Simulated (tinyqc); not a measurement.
Stretching all distances: RHF, UHF, MP2, CISD and CCSD against full CI in the sto-6g basis, for H3+, spin multiplicity 1. Computed by the program tinyqc with PySCF. All coordinates are multiplied by the scale. c0^2 is the weight of the RHF determinant in the lowest singlet FCI state (UHF is spin-contaminated and may lie near states of higher spin) and n(LUMO) the first natural occupation beyond the occupied space.

Geometry (angstrom):
```
atom,x,y,z
H,0.0000,0.0000,0.0000
H,0.0000,0.0000,0.8140
H,0.0000,0.7050,0.4070
```

Full CI energy (hartree) and errors against it (kcal/mol):
```
scale,distance 1-2 (angstrom),E(FCI),RHF,UHF,MP2,CISD,CCSD,<S^2> UHF,c0^2,n(LUMO)
0.8900,0.7245,-1.193077,13.0050,13.0050,3.6610,0.0000,0.0000,0.0000,0.9898,0.0102
1.0400,0.8466,-1.261976,14.9556,14.9556,4.3970,0.0000,0.0000,0.0000,0.9865,0.0135
1.2000,0.9768,-1.281359,17.4206,17.4206,5.3125,0.0000,0.0000,0.0000,0.9818,0.0182
1.3500,1.0989,-1.272416,20.1770,20.1770,6.3145,0.0000,0.0000,0.0000,0.9761,0.0239
1.5000,1.2210,-1.249535,23.4493,23.4493,7.4728,0.0000,0.0000,0.0000,0.9687,0.0313
1.6600,1.3512,-1.217444,27.5943,27.5943,8.8866,0.0000,0.0000,0.0000,0.9586,0.0414
1.8100,1.4733,-1.184512,32.1540,32.1540,10.3628,0.0000,0.0000,0.0000,0.9467,0.0533
1.9700,1.6036,-1.149330,37.7634,36.8492,12.0434,0.0000,0.0000,0.1769,0.9311,0.0689
2.1200,1.7257,-1.118037,43.6968,37.5184,13.6243,0.0000,0.0000,0.4239,0.9137,0.0863
```

What does the comparison show, and why?

UHF parts from RHF first at scale 1.97 of those listed, where <S^2> leaves zero. The weight c0^2 goes from 0.99 to 0.91 and n(LUMO) from 0.01 to 0.09: static correlation grows as the bonds break into open-shell fragments. The spread of the error along the curve, which distorts its shape, is CISD 0.0, CCSD 0.0, MP2 10.0, UHF 24.5, RHF 30.7 kcal/mol. With two electrons CISD and CCSD are exact.
